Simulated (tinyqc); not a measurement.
Changing the hydrogen pressure p: hydrogen passivation of interface dangling bonds: competing passivation and dissociation with distributed barriers. Computed by tinyqc, a small Python program. Command: `OMP_NUM_THREADS=1 python tinyqc.py 3000012 3000013 out.jsonl passiv sweep`. One thread of a shared host (Intel(R) Xeon(R) Processor @ 2.30GHz), about 0.1 s of CPU time with the checks.

P_b + H2 gives P_bH + H at the rate k_f [H2]; P_bH gives P_b + H at the rate k_d. All defects start unpassivated. E_f and E_d are Gaussian and independent.

Inputs (values chosen for the exercise, close to those used for P_b centres at the silicon-oxide interface):

| quantity | value | unit |
|---|---|---|
| defect density N0 | 1.3e+12 | 1/cm^2 |
| passivation prefactor k_f0 | 1.4e-07 | cm^3/s |
| mean passivation barrier E_f | 1.64 | eV |
| spread sigma_f | 0.035 | eV |
| dissociation prefactor k_d0 | 4.6e+12 | 1/s |
| mean dissociation barrier E_d | 2.73 | eV |
| spread sigma_d | 0.054 | eV |
| H2 in the oxide per atm, solubility factor | 6e+17 | 1/(cm^3 atm) |
| anneal temperature T | 600 | C |
| anneal time t | 99 | s |
| oxide thickness | 28 | nm |

Constants: k_B = 8.617333262e-05 eV/K; e = 1.602176634e-19 C; eps_0 = 8.8541878128e-12 F/m.

Method:
- [H2] = solubility factor x p; a = k_f0 [H2] exp(-E_f/(k_B T)), d = k_d0 exp(-E_d/(k_B T)). For one pair of barriers the active share is y = [d + a exp(-(a + d) t)]/(a + d).
- Temperatures in kelvin are T(C) + 273.15.
- Average y over both Gaussians with 40 x 40 Gauss-Hermite points.
- Active density N0 y; threshold shift if each active defect holds one charge, e N0 y t_ox/(3.9 eps_0).
- Minimise the averaged y over T between 150 and 900 C: find where ln y is equal at T - 0.05 and T + 0.05 C; T is rounded to 0.1 C.

One run for each value:

| hydrogen pressure p (atm) | active share y | best temperature (C) | least active share |
|---|---|---|---|
| 0.003 | 1.6316e-02 | 604.8 | 1.6006e-02 |
| 0.009 | 4.4541e-03 | 577.8 | 3.4821e-03 |
| 0.03 | 1.3414e-03 | 548.0 | 6.2260e-04 |
| 0.09 | 4.4796e-04 | 521.7 | 1.2703e-04 |
| 0.3 | 1.3448e-04 | 494.1 | 2.2042e-05 |
| 0.9 | 4.4833e-05 | 470.2 | 4.4370e-06 |
| 3 | 1.3451e-05 | 445.4 | 7.6383e-07 |
| 9 | 4.4837e-06 | 424.1 | 1.5321e-07 |
| 30 | 1.3451e-06 | 402.1 | 2.6338e-08 |

Over the rows, active share y falls from 0.0163 to 1.35e-6 (exponent d ln y / d ln x -1.2 between the first rows and -1.00 between the last); best temperature (C) falls from 605 to 402 (exponent d ln y / d ln x -0.042 between the first rows and -0.044 between the last); least active share falls from 0.0160 to 2.63e-8 (exponent d ln y / d ln x -1.4 between the first rows and -1.5 between the last). At the high end the exponent of active share y is -1.00, close to -1: steady balance d/a. High pressure speeds passivation and shifts the balance, the reason for high-pressure anneals.

Caution (all rows): atomic hydrogen, which both passivates and depassivates, and further passivation during cooling are left out. Caution (rows 0.0300, 0.0900, 0.300, 0.900, 3.00, 9.00, 30.0): densities below a few 1e9 per cm^2 are formal: other defects set the floor in real interfaces. Caution (rows 0.0300, 0.0900, 0.300, 0.900, 3.00, 9.00, 30.0): a least active share below 1e-3 is a property of the model; measured passivation levels off well above it.

Extremes, crossings and ranges named in words are read from the listed rows.
